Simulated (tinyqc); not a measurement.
RHF in the sto-3g basis, for H6, spin multiplicity 1, step by step (part 1 of 2). Computed by tinyqc, a small Python program that keeps every step (integrals from PySCF). Settings: charge = 0, multiplicity = 1, basis = sto-3g, energy threshold = 1e-09, iteration cap = 67, orthogonalisation = symmetric, start = random, DIIS depth = 3, method = RHF. Command: `OMP_NUM_THREADS=1 python tinyqc.py 30766 30767 out.jsonl` (the two numbers bound the seeds that draw the settings). One thread of a shared host (Intel(R) Xeon(R) Processor @ 2.60GHz), about 0.06 s of CPU time with the checks. Later iterations appear only in the table of the cycle.

## One-electron integrals

Geometry (angstrom):
```
atom         x         y         z
H     0.000000  0.000000  0.000000
H     0.000000  0.000000  1.031000
H     0.000000  0.000000  2.231000
H     0.000000  0.000000  3.262000
H     0.000000  0.000000  4.462000
H     0.000000  0.000000  5.492000
```

Basis sto-3g: exponents (1/bohr^2) and contraction coefficients of normalised primitives:
```
element  l (shell)  exponent  coefficient
H            s (1)  3.425251     0.154329
H            s (1)  0.623914     0.535328
H            s (1)  0.168855     0.444635
```

Overlap, kinetic and nuclear-attraction integrals over the contracted functions; the nuclear repulsion is the sum of Za Zb / Rab.

nuclear repulsion = 4.18344294 hartree

overlap S, lower triangle:
```
          1H 1s     2H 1s     3H 1s     4H 1s     5H 1s     6H 1s
1H 1s  1.000000
2H 1s  0.478408  1.000000
3H 1s  0.080613  0.387033  1.000000
4H 1s  0.010341  0.080613  0.478408  1.000000
5H 1s  0.000517  0.007050  0.080613  0.387033  1.000000
6H 1s  0.000022  0.000518  0.010364  0.080754  0.478985  1.000000
```

kinetic energy T (hartree), lower triangle:
```
           1H 1s      2H 1s      3H 1s      4H 1s     5H 1s     6H 1s
1H 1s   0.760032
2H 1s   0.100211   0.760032
3H 1s  -0.011464   0.052837   0.760032
4H 1s  -0.004576  -0.011464   0.100211   0.760032
5H 1s  -0.000432  -0.003481  -0.011464   0.052837  0.760032
6H 1s  -0.000029  -0.000433  -0.004584  -0.011463  0.100557  0.760032
```

nuclear attraction V (hartree), lower triangle:
```
           1H 1s      2H 1s      3H 1s      4H 1s      5H 1s      6H 1s
1H 1s  -2.340259
2H 1s  -1.112339  -2.670773
3H 1s  -0.180854  -0.948988  -2.797358
4H 1s  -0.022805  -0.190173  -1.239766  -2.797415
5H 1s  -0.001128  -0.015836  -0.190180  -0.949055  -2.671176
6H 1s  -0.000049  -0.001131  -0.022859  -0.181212  -1.114090  -2.340871
```

core Hamiltonian H = T + V (hartree), lower triangle:
```
           1H 1s      2H 1s      3H 1s      4H 1s      5H 1s      6H 1s
1H 1s  -1.580227
2H 1s  -1.012128  -1.910741
3H 1s  -0.192319  -0.896151  -2.037326
4H 1s  -0.027382  -0.201638  -1.139554  -2.037383
5H 1s  -0.001559  -0.019316  -0.201644  -0.896218  -1.911144
6H 1s  -0.000078  -0.001564  -0.027443  -0.192675  -1.013533  -1.580839
```

## Two-electron integrals

Functions are numbered as in S; the eight-fold symmetry (ij|kl) = (ji|kl) = (kl|ij) leaves the list below.

Two-electron integrals (ij|kl) in chemists' order, unique and non-zero (hartree):
```
(11|11) 0.774606   (21|11) 0.295218   (21|21) 0.145437   (22|11) 0.468060
(22|21) 0.295218   (22|22) 0.774606   (31|11) 0.035562   (31|21) 0.019659
(31|22) 0.046393   (31|31) 0.003237   (32|11) 0.126006   (32|21) 0.080889
(32|22) 0.226760   (32|31) 0.016004   (32|32) 0.091247   (33|11) 0.236861
(33|21) 0.147941   (33|22) 0.417874   (33|31) 0.035562   (33|32) 0.226760
(33|33) 0.774606   (41|11) 0.003441   (41|21) 0.002043   (41|22) 0.005209
(41|31) 0.000380   (41|32) 0.002046   (41|33) 0.005209   (41|41) 0.000049
(42|11) 0.020651   (42|21) 0.012900   (42|22) 0.035562   (42|31) 0.002718
(42|32) 0.016004   (42|33) 0.046393   (42|41) 0.000380   (42|42) 0.003237
(43|11) 0.092794   (43|21) 0.055264   (43|22) 0.147941   (43|31) 0.012900
(43|32) 0.080889   (43|33) 0.295218   (43|41) 0.002043   (43|42) 0.019659
(43|43) 0.145437   (44|11) 0.162222   (44|21) 0.092794   (44|22) 0.236861
(44|31) 0.020651   (44|32) 0.126006   (44|33) 0.468060   (44|41) 0.003441
(44|42) 0.035562   (44|43) 0.295218   (44|44) 0.774606   (51|11) 0.000125
(51|21) 0.000076   (51|22) 0.000203   (51|31) 0.000016   (51|32) 0.000095
(51|33) 0.000282   (51|41) 2.29e-06   (51|42) 0.000020   (51|43) 0.000121
(51|44) 0.000219   (51|51) 1.21e-07   (52|11) 0.001398   (52|21) 0.000837
(52|22) 0.002236   (52|31) 0.000185   (52|32) 0.001113   (52|33) 0.003603
(52|41) 0.000028   (52|42) 0.000254   (52|43) 0.001741   (52|44) 0.003603
(52|51) 1.58e-06   (52|52) 0.000023   (53|11) 0.012981   (53|21) 0.007446
(53|22) 0.019084   (53|31) 0.001652   (53|32) 0.010001   (53|33) 0.035562
(53|41) 0.000263   (53|42) 0.002568   (53|43) 0.019659   (53|44) 0.046393
(53|51) 0.000016   (53|52) 0.000254   (53|53) 0.003237   (54|11) 0.053284
(54|21) 0.029607   (54|22) 0.072974   (54|31) 0.006238   (54|32) 0.036417
(54|33) 0.126006   (54|41) 0.000998   (54|42) 0.010001   (54|43) 0.080889
(54|44) 0.226760   (54|51) 0.000064   (54|52) 0.001113   (54|53) 0.016004
(54|54) 0.091247   (55|11) 0.118596   (55|21) 0.064364   (55|22) 0.154233
(55|31) 0.012981   (55|32) 0.072974   (55|33) 0.236861   (55|41) 0.001989
(55|42) 0.019084   (55|43) 0.147941   (55|44) 0.417874   (55|51) 0.000125
(55|52) 0.002236   (55|53) 0.035562   (55|54) 0.226760   (55|55) 0.774606
(61|11) 4.34e-06   (61|21) 2.56e-06   (61|22) 0.000007   (61|31) 5.71e-07
(61|32) 3.45e-06   (61|33) 0.000012   (61|41) 8.73e-08   (61|42) 8.08e-07
(61|43) 0.000006   (61|44) 0.000011   (61|51) 5.05e-09   (61|52) 7.20e-08
(61|53) 8.08e-07   (61|54) 3.45e-06   (61|55) 0.000007   (62|11) 0.000085
(62|21) 0.000049   (62|22) 0.000125   (62|31) 0.000011   (62|32) 0.000064
(62|33) 0.000220   (62|41) 1.68e-06   (62|42) 0.000016   (62|43) 0.000121
(62|44) 0.000283   (62|51) 1.02e-07   (62|52) 1.59e-06   (62|53) 0.000020
(62|54) 0.000095   (62|55) 0.000204   (62|61) 5.07e-09   (62|62) 1.22e-07
(63|11) 0.001442   (63|21) 0.000804   (63|22) 0.001994   (63|31) 0.000171
(63|32) 0.001000   (63|33) 0.003450   (63|41) 0.000027   (63|42) 0.000264
(63|43) 0.002048   (63|44) 0.005221   (63|51) 1.68e-06   (63|52) 0.000028
(63|53) 0.000381   (63|54) 0.002051   (63|55) 0.005220   (63|61) 8.75e-08
(63|62) 2.31e-06   (63|63) 0.000049   (64|11) 0.009866   (64|21) 0.005387
(64|22) 0.013005   (64|31) 0.001100   (64|32) 0.006250   (64|33) 0.020692
(64|41) 0.000171   (64|42) 0.001655   (64|43) 0.012926   (64|44) 0.035634
(64|51) 0.000011   (64|52) 0.000185   (64|53) 0.002724   (64|54) 0.016035
(64|55) 0.046479   (64|61) 5.72e-07   (64|62) 0.000016   (64|63) 0.000381
(64|64) 0.003249   (65|11) 0.051035   (65|21) 0.027323   (65|22) 0.064450
(65|31) 0.005384   (65|32) 0.029647   (65|33) 0.092922   (65|41) 0.000803
(65|42) 0.007457   (65|43) 0.055342   (65|44) 0.148157   (65|51) 0.000049
(65|52) 0.000838   (65|53) 0.012919   (65|54) 0.081010   (65|55) 0.295665
(65|61) 2.57e-06   (65|62) 0.000076   (65|63) 0.002050   (65|64) 0.019720
(65|65) 0.145825   (66|11) 0.096354   (66|21) 0.050979   (66|22) 0.118623
(66|31) 0.009850   (66|32) 0.053298   (66|33) 0.162272   (66|41) 0.001439
(66|42) 0.012985   (66|43) 0.092828   (66|44) 0.236966   (66|51) 0.000085
(66|52) 0.001398   (66|53) 0.020661   (66|54) 0.126077   (66|55) 0.468379
(66|61) 4.34e-06   (66|62) 0.000125   (66|63) 0.003450   (66|64) 0.035634
(66|65) 0.295665   (66|66) 0.774606
```

## Orthogonalisation

S = U s U^T; symmetric (Loewdin) form X = U s^(-1/2) U^T, so that X^T S X = 1.

eigenvalues of S: 0.318982  0.444821  0.649992  1.137925  1.545546  1.902734

X, lower triangle:
```
           1H 1s      2H 1s      3H 1s      4H 1s      5H 1s     6H 1s
1H 1s   1.108333
2H 1s  -0.299704   1.187255
3H 1s   0.046865  -0.258561   1.192613
4H 1s  -0.008972   0.049701  -0.319617   1.192624
5H 1s   0.001322  -0.006899   0.049712  -0.258618   1.187602
6H 1s  -0.000263   0.001324  -0.008983   0.046920  -0.300197  1.108649
```

## Starting guess

The start is random orthonormal orbitals; D = 2 C_occ C_occ^T.

D at the start, lower triangle:
```
           1H 1s      2H 1s      3H 1s     4H 1s      5H 1s     6H 1s
1H 1s   0.653139
2H 1s  -0.425854   2.433392
3H 1s   0.746902  -1.560135   2.967267
4H 1s  -0.783535   1.308577  -1.048304  1.273104
5H 1s  -0.450846  -0.572072   0.262889  0.274247   0.735528
6H 1s  -0.083238   0.414584  -0.442637  0.207123  -0.124268  0.088724
```

## Iteration 1: building the Fock matrix

J_ij = sum D_kl (ij|kl), K_ij = sum D_kl (ik|jl); F = H + J - 0.5 K; E = tr D H + tr D J / 2 - 0.25 tr D K + E_nn.

Coulomb J (hartree), lower triangle:
```
          1H 1s     2H 1s     3H 1s     4H 1s     5H 1s     6H 1s
1H 1s  1.937183
2H 1s  1.101874  2.776159
3H 1s  0.199025  1.083424  3.034428
4H 1s  0.025925  0.213089  1.295109  2.531091
5H 1s  0.001282  0.017026  0.185280  0.820326  1.854146
6H 1s  0.000053  0.001140  0.020522  0.142848  0.713099  1.206768
```

exchange K (hartree), lower triangle:
```
           1H 1s      2H 1s     3H 1s     4H 1s     5H 1s     6H 1s
1H 1s   0.608814
2H 1s   0.607888   1.453401
3H 1s   0.163305   0.562416  1.629675
4H 1s  -0.021206   0.202789  0.689122  1.058372
5H 1s  -0.085687  -0.024753  0.150430  0.558950  0.766727
6H 1s  -0.029169  -0.006071  0.005481  0.148103  0.244062  0.129634
```

Fock matrix F (hartree), lower triangle:
```
           1H 1s      2H 1s      3H 1s      4H 1s      5H 1s      6H 1s
1H 1s   0.052549
2H 1s  -0.214198   0.138718
3H 1s  -0.074947  -0.093936   0.182265
4H 1s   0.009147  -0.089944  -0.189007  -0.035477
5H 1s   0.042566   0.010086  -0.091579  -0.355367  -0.440361
6H 1s   0.014560   0.002612  -0.009661  -0.123879  -0.422465  -0.438888
```

total energy of this density = -0.90982737 hartree

## Iteration 1: diagonalisation and new density

Diagonalise F' = X^T F X, C = X C', fill 3 alpha and 3 beta electrons from the bottom; D = 2 C_occ C_occ^T. Each column has its largest component positive (the first on a tie).

F' = X^T F X (hartree), lower triangle:
```
           1          2          3          4          5          6
1   0.214161
2  -0.358397   0.404712
3   0.018199  -0.229290   0.447824
4   0.022459  -0.012894  -0.342678   0.274756
5   0.038503   0.016235   0.048637  -0.378313  -0.168233
6   0.005795  -0.006308   0.004011   0.035049  -0.300057  -0.301013
```

orbital energies (hartree): MO1 -0.607640, MO2 -0.184958, MO3 -0.097954, MO4 0.220618, MO5 0.648840, MO6 0.893299

coefficients C:
```
             MO1        MO2        MO3        MO4        MO5        MO6
1H 1s  -0.052107  -0.083209   0.600532   0.448857  -0.724470   0.473176
2H 1s   0.001528  -0.147570   0.443043   0.000750   0.802506  -0.840648
3H 1s   0.006422  -0.222681   0.124367  -0.579008   0.210460   1.073054
4H 1s   0.186078  -0.467578  -0.058922  -0.321861  -0.701157  -0.862671
5H 1s   0.558919  -0.421656  -0.300153   0.743355   0.493635   0.439763
6H 1s   0.522348   0.755451   0.376624  -0.505735  -0.230315  -0.165201
```

D after iteration 1, lower triangle:
```
           1H 1s      2H 1s      3H 1s      4H 1s      5H 1s     6H 1s
1H 1s   0.740555
2H 1s   0.556522   0.436132
3H 1s   0.185762   0.175942   0.130190
4H 1s  -0.012348   0.086359   0.195975   0.513451
5H 1s  -0.348579  -0.139806   0.120310   0.637691   1.160553
6H 1s   0.272192   0.112353  -0.236060  -0.556452  -0.279271  1.970801
```

## Iteration 2: building the Fock matrix

As before.

Coulomb J (hartree), lower triangle:
```
          1H 1s     2H 1s     3H 1s     4H 1s     5H 1s     6H 1s
1H 1s  1.675890
2H 1s  0.828576  1.808384
3H 1s  0.134492  0.663170  1.766345
4H 1s  0.017084  0.139257  0.894102  2.085541
5H 1s  0.000861  0.012584  0.159627  0.853086  2.463681
6H 1s  0.000039  0.000969  0.021188  0.178328  1.147519  2.412728
```

exchange K (hartree), lower triangle:
```
           1H 1s     2H 1s      3H 1s     4H 1s     5H 1s     6H 1s
1H 1s   0.986552
2H 1s   0.742184  0.909023
3H 1s   0.224485  0.381461   0.487628
4H 1s   0.044075  0.137804   0.452754  0.911198
5H 1s  -0.023155  0.010214   0.191081  0.649344  1.276074
6H 1s   0.009585  0.002016  -0.011473  0.102346  0.760568  1.516883
```

Fock matrix F (hartree), lower triangle:
```
           1H 1s      2H 1s      3H 1s      4H 1s      5H 1s     6H 1s
1H 1s  -0.397614
2H 1s  -0.554644  -0.556868
3H 1s  -0.170069  -0.423712  -0.514795
4H 1s  -0.032335  -0.131283  -0.471830  -0.407441
5H 1s   0.010879  -0.011839  -0.137558  -0.367804  -0.085500
6H 1s  -0.004832  -0.001603  -0.000518  -0.065520  -0.246297  0.073447
```

total energy of this density = -2.38540268 hartree

## Iteration 2: DIIS over 2 matrices

error matrix X^T (FDS - SDF) X:
```
           1          2          3          4          5          6
1   0.000000   0.249848   0.120972  -0.073686   0.220606  -0.209597
2  -0.249848   0.000000   0.045264  -0.053399   0.195795  -0.105792
3  -0.120972  -0.045264   0.000000  -0.165516  -0.273712   0.311764
4   0.073686   0.053399   0.165516   0.000000  -0.619267   0.430158
5  -0.220606  -0.195795   0.273712   0.619267   0.000000  -0.131624
6   0.209597   0.105792  -0.311764  -0.430158   0.131624   0.000000
```

B (overlaps of the stored error matrices):
```
                1               2
1   1.8321967e+00  -5.4005751e-01
2  -5.4005751e-01   2.0297554e+00
```

Minimise |sum c_i e_i|^2 with sum c_i = 1: solve [B -1; -1 0][c; lambda] = [0; -1] with B_ij = tr e_i^T e_j, and take F = sum c_i F_i.

DIIS coefficients: 0.519987  0.480013

extrapolated F (hartree), lower triangle:
```
           1H 1s      2H 1s      3H 1s      4H 1s      5H 1s      6H 1s
1H 1s  -0.163535
2H 1s  -0.377616  -0.195172
3H 1s  -0.120607  -0.252232  -0.152333
4H 1s  -0.010765  -0.109787  -0.324765  -0.214024
5H 1s   0.027356  -0.000439  -0.113650  -0.361337  -0.270023
6H 1s   0.005252   0.000589  -0.005272  -0.095866  -0.337902  -0.192961
```

## Iteration 2: diagonalisation and new density

As before.

F' = X^T F X (hartree), lower triangle:
```
           1          2          3          4          5          6
1   0.026622
2  -0.401936   0.100042
3   0.016999  -0.270815   0.126380
4   0.003807   0.014378  -0.363032   0.105379
5   0.029100   0.006877   0.042734  -0.392564   0.030036
6  -0.001509  -0.003920   0.004582   0.063901  -0.330426  -0.037103
```

orbital energies (hartree): MO1 -0.502864, MO2 -0.408017, MO3 -0.179632, MO4 0.180245, MO5 0.498957, MO6 0.762667

coefficients C:
```
            MO1        MO2        MO3        MO4        MO5        MO6
1H 1s  0.098465   0.466891   0.366890  -0.493541  -0.759594  -0.371005
2H 1s  0.181253   0.474887   0.194719   0.158831   0.917599   0.636608
3H 1s  0.250434   0.206692  -0.384537   0.665046  -0.260498  -0.912486
4H 1s  0.425464  -0.058907  -0.411928  -0.350920  -0.369180   0.991226
5H 1s  0.459919  -0.309789   0.113187  -0.516411   0.623112  -0.771145
6H 1s  0.217754  -0.234645   0.628684   0.671399  -0.448261   0.414813
```

D after iteration 2, lower triangle:
```
           1H 1s      2H 1s      3H 1s      4H 1s     5H 1s     6H 1s
1H 1s   0.724583
2H 1s   0.622017   0.592572
3H 1s  -0.039842   0.137342   0.506614
4H 1s  -0.273485  -0.062136   0.505553   0.708349
5H 1s  -0.115649  -0.083427   0.015248   0.334605  0.640612
6H 1s   0.285091   0.100910  -0.471437  -0.305008  0.487998  0.995439
```

## Iteration 3: building the Fock matrix

As before.

Coulomb J (hartree), lower triangle:
```
          1H 1s     2H 1s     3H 1s     4H 1s     5H 1s     6H 1s
1H 1s  1.812081
2H 1s  0.918761  2.064807
3H 1s  0.153732  0.781371  2.149479
4H 1s  0.019753  0.162124  1.032829  2.258415
5H 1s  0.000993  0.014013  0.167591  0.832139  2.208767
6H 1s  0.000044  0.001026  0.020837  0.164615  0.990045  1.978383
```

exchange K (hartree), lower triangle:
```
           1H 1s      2H 1s      3H 1s     4H 1s     5H 1s     6H 1s
1H 1s   1.017161
2H 1s   0.785372   1.040356
3H 1s   0.175267   0.457306   0.923094
4H 1s  -0.006519   0.149180   0.721549  1.118392
5H 1s  -0.013120   0.011289   0.175100  0.556103  1.103348
6H 1s   0.017667  -0.003686  -0.034311  0.133465  0.785243  1.144052
```

Fock matrix F (hartree), lower triangle:
```
           1H 1s      2H 1s      3H 1s      4H 1s      5H 1s      6H 1s
1H 1s  -0.276727
2H 1s  -0.486052  -0.366112
3H 1s  -0.126220  -0.343433  -0.349394
4H 1s  -0.004369  -0.114104  -0.467499  -0.338163
5H 1s   0.005994  -0.010948  -0.121604  -0.342131  -0.254051
6H 1s  -0.008868   0.001305   0.010549  -0.094793  -0.416109  -0.174482
```

total energy of this density = -3.07249605 hartree

## Iteration 3: DIIS over 3 matrices

error matrix X^T (FDS - SDF) X:
```
           1          2          3          4          5          6
1   0.000000   0.074791  -0.003871  -0.021331   0.065161  -0.087446
2  -0.074791   0.000000   0.011747   0.012792   0.061388  -0.022920
3   0.003871  -0.011747   0.000000  -0.081387  -0.135296   0.129678
4   0.021331  -0.012792   0.081387   0.000000  -0.120986   0.154180
5  -0.065161  -0.061388   0.135296   0.120986   0.000000  -0.057459
6   0.087446   0.022920  -0.129678  -0.154180   0.057459   0.000000
```

B (overlaps of the stored error matrices), lower triangle:
```
                1              2              3
1   1.8321967e+00
2  -5.4005751e-01  2.0297554e+00
3  -9.3194210e-02  6.1305155e-01  2.1201563e-01
```

As before.

DIIS coefficients: -0.019427  -0.411068  1.430495

extrapolated F (hartree), lower triangle:
```
           1H 1s      2H 1s      3H 1s      4H 1s      5H 1s      6H 1s
1H 1s  -0.233431
2H 1s  -0.463138  -0.297505
3H 1s  -0.109192  -0.315281  -0.291732
4H 1s   0.006865  -0.107512  -0.471130  -0.315566
5H 1s   0.003275  -0.010991  -0.115628  -0.331321  -0.319718
6H 1s  -0.010982   0.002475   0.015491  -0.106261  -0.485789  -0.271261
```

## Iteration 3: diagonalisation and new density

As before.

F' = X^T F X (hartree), lower triangle:
```
           1          2          3          4          5          6
1  -0.009241
2  -0.472197   0.044841
3   0.058156  -0.322915   0.062894
4   0.013325   0.063672  -0.496433   0.039718
5   0.004355  -0.007295   0.054590  -0.332686   0.034215
6  -0.013619   0.001164   0.024679   0.066105  -0.485765  -0.041825
```

orbital energies (hartree): MO1 -0.617891, MO2 -0.520381, MO3 -0.375272, MO4 0.245417, MO5 0.539646, MO6 0.859083

coefficients C:
```
            MO1        MO2        MO3        MO4        MO5        MO6
1H 1s  0.145408   0.359091  -0.445906   0.600784  -0.653030   0.429175
2H 1s  0.233884   0.429751  -0.304781  -0.354128   0.771403  -0.718347
3H 1s  0.346285   0.199461   0.404106  -0.561280  -0.276794   0.938847
4H 1s  0.390593  -0.031460   0.449419   0.533491  -0.283477  -0.935756
5H 1s  0.351385  -0.385804  -0.216024   0.353790   0.789723   0.708596
6H 1s  0.236787  -0.380068  -0.421948  -0.571764  -0.664884  -0.417085
```

D after iteration 3, lower triangle:
```
           1H 1s      2H 1s      3H 1s      4H 1s     5H 1s     6H 1s
1H 1s   0.697843
2H 1s   0.648464   0.664558
3H 1s  -0.116432   0.087090   0.646000
4H 1s  -0.309800  -0.118282   0.621188   0.711059
5H 1s   0.017764  -0.035552  -0.085141   0.104601  0.637964
6H 1s   0.172202   0.041296  -0.328650  -0.170374  0.641972  0.757119
```
